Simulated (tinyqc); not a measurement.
Landau-Devonshire theory of a uniaxial ferroelectric: one step, computed by the program tinyqc. Command: `OMP_NUM_THREADS=1 python tinyqc.py 3004813 3004814 out.jsonl ferro walk`. One thread of a shared host (Intel(R) Xeon(R) Processor @ 2.30GHz), about 0.01 s of CPU time with the checks.

G(P) = (alpha/2) P^2 + (beta*/4) P^4 + (gamma/6) P^6 - E P per volume, SI units, one domain, P along the polar axis, which is normal to the film.

Problem. Spontaneous polarisation, susceptibility, coercive field. Ps^2 = [-beta* + sqrt(beta*^2 - 4 alpha gamma)]/(2 gamma). chi = 1/(eps_0 G''), G'' = alpha + 3 beta* P^2 + 5 gamma P^4 at Ps. Ps, chi and the coercive field are for perfect screening, without a depolarising field. The intrinsic coercive field is |alpha P + beta* P^3 + gamma P^5| at the P_c where G'' = 0. 1 C/m^2 = 100 microcoulomb/cm^2.

Inputs (values chosen for the exercise, modelled on barium titanate): Curie-Weiss temperature T0 = 381 K; gamma = 1.63e+10 J m^9/C^6; temperature T = 322 K.

Sample: epitaxial film.

alpha = -9.889014e+07 J m/C^2

beta* = 5.157143e+08 J m^5/C^4

Constants: eps_0 = 8.8541878128e-12 F/m.

Give: spontaneous polarisation Ps; susceptibility chi; well depth G(Ps); P_c; intrinsic coercive field.

Solution.

spontaneous polarisation Ps = 25.23 microcoulomb/cm^2

susceptibility chi = 342.4

well depth G(Ps) = -1.924 MJ/m^3

P_c = 16.31 microcoulomb/cm^2

intrinsic coercive field = 12.01 MV/m

P_c/Ps = 0.647, above the 0.577 of a quartic well, as the sixth-order term matters. Real switching runs by domain nucleation at far lower fields.
